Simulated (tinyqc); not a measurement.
Worked calculation: two-mode optical phonons of a ternary alloy from two coupled oscillators. Computed by tinyqc, a small Python program that keeps every step. Command: `OMP_NUM_THREADS=1 python tinyqc.py 3004526 3004527 out.jsonl twomode walk`. One thread of a shared host (Intel(R) Xeon(R) Processor @ 2.30GHz), about 0.01 s of CPU time with the checks. Intermediate numbers are printed to about 7 digits and carried at full precision; extremes and crossings named in words are read from the listed rows.

An alloy A(x)B(1-x)C has an A-C and a B-C bond oscillator. Each TO frequency moves linearly from the impurity mode (dilute end) to the TO of the pure crystal; each strength is proportional to the number of bonds.

Inputs (values chosen for the exercise, modelled on GaAs(1-x)P(x), with A-C the GaP-like and B-C the GaAs-like bond):
```
quantity                  value  unit
omega_TO of pure AC       364.5  1/cm
omega_LO of pure AC       405.3  1/cm
omega_TO of pure BC         270  1/cm
omega_LO of pure BC       289.5  1/cm
eps_inf of AC              9.09     -
eps_inf of BC              10.8     -
impurity mode of A in BC  355.8  1/cm
impurity mode of B in AC    271  1/cm
fraction x of A            0.32     -
damping gamma               3.8  1/cm
electron mass m*           0.17   m_0
```

Constants: e^2/(4 pi eps_0) = 14.39964548 eV angstrom; hbar^2/(2 m_0) = 3.80998212 eV angstrom^2; 1 THz = 33.35640952 1/cm; h x 1 THz = 4.135667696 meV.

## The two oscillators

omega_1 = (impurity mode of A) + x (omega_TO,AC - impurity mode of A); omega_2 = (impurity mode of B) + (1 - x)(omega_TO,BC - impurity mode of B); eps_inf = x eps_AC + (1 - x) eps_BC; strengths W_1 = x eps_AC (omega_LO,AC^2 - omega_TO,AC^2), W_2 = (1 - x) eps_BC (omega_LO,BC^2 - omega_TO,BC^2).

omega_1 (A-C, TO) = 358.584 1/cm

omega_2 (B-C, TO) = 270.32 1/cm

eps_inf = 10.2528

W_1 = 91359.12 1/cm^2

W_2 = 80124.88 1/cm^2

## LO modes, coupled by the field

eps(omega) = eps_inf + W_1/(omega_1^2 - omega^2) + W_2/(omega_2^2 - omega^2) = 0 is the eigenproblem of the matrix [[omega_1^2 + W_1/eps_inf, sqrt(W_1 W_2)/eps_inf], [sqrt(W_1 W_2)/eps_inf, omega_2^2 + W_2/eps_inf]] for omega_LO^2. Uncoupled values keep the diagonal alone. eps_s = eps_inf + W_1/omega_1^2 + W_2/omega_2^2.

matrix (1/cm^2):
```
          1        2
1  137493.1   8344.8
2    8344.8  80887.8
```

lower LO mode = 282.2822 1/cm

upper LO mode = 372.4214 1/cm

uncoupled values (1/cm): 284.4079  370.8007

eps_s = 12.05982

The field pushes the upper mode up by 1.62 and the lower one down by 2.13 per cm; the lower LO stays between the two TO modes.

## Share of the polar coupling

The polar coupling of mode j is c_j = (u_j . sqrt(W))^2/(eps_inf^2 omega_j^2), u_j its eigenvector and omega_j here its LO frequency; the c_j add up to 1/eps_inf - 1/eps_s. Froehlich constant alpha_j = (e^2/(4 pi eps_0)) c_j k_j/(2 E_j), E_j = h c omega_j, k_j = sqrt(m* E_j/(hbar^2/(2 m_0))).

c_j, lower and upper mode: 0.006704384  0.007909942

share of the upper mode = 0.5412458

alpha_j, lower and upper mode: 0.05450279  0.05598319

The upper mode holds 54 % of the coupling, against 39 % of the ionic part of eps_s for the upper oscillator: the field moves strength to the higher mode.

## Reflectivity

With damping, each denominator is omega_j^2 - omega^2 - i gamma omega; R = |(sqrt(eps) - 1)/(sqrt(eps) + 1)|^2.

Spectrum:
```
omega (1/cm)      Re eps     Im eps           R
254             20.92461   1.064422   0.4115326
270             24.69007   75.96806   0.6966339
276            -11.17833   7.867238   0.7358771
282           0.02732479   2.048418   0.1987711
288             4.234894  0.9369854   0.1262655
337             14.31738  0.5777987   0.3388834
359            -5.166642   63.94397   0.7142240
366            -6.996857   4.154243   0.7163275
372           -0.1044370   1.343436   0.1964082
380             3.401834  0.5456560  0.09142469
410             7.101571  0.1048256   0.2064022
```

## Modes across the composition range

The formulas are those given above.

Frequencies (1/cm):
```
x     TO, A-C  TO, B-C  lower LO  upper LO  coupling share of the upper LO     eps_s
0.02  355.974   270.02  288.9754  356.9004                       0.0489834  12.39463
0.10  356.670   270.10  286.9972  361.1971                       0.2184499  12.30705
0.20  357.540   270.20  284.7440  366.3840                       0.3855358  12.19582
0.35  358.845   270.35  281.6999  373.9074                       0.5744542  12.02539
0.50  360.150   270.50  278.9460  381.2418                       0.7150042  11.85072
0.65  361.455   270.65  276.4008  388.4770                       0.8235700  11.67189
0.80  362.760   270.80  274.0104  395.6760                       0.9097523  11.48897
0.90  363.630   270.90  272.4837  400.4793                       0.9578562  11.36479
0.98  364.326   270.98  271.2936  404.3340                       0.9919978  11.26418
```

The upper LO moves from 356.9 to 404.3 and the lower from 289.0 to 271.3 per cm. At each dilute end one LO-TO pair closes onto an impurity mode. The upper LO shifts by +0.49 per cm for each per cent of x near the middle, which is how Raman spectra measure composition. Its share of the polar coupling passes one half between x = 0.2 and 0.35.

Checks made by the program: generalised Lyddane-Sachs-Teller relation (relative difference below 1e-10); sum of the couplings (relative difference below 1e-10).
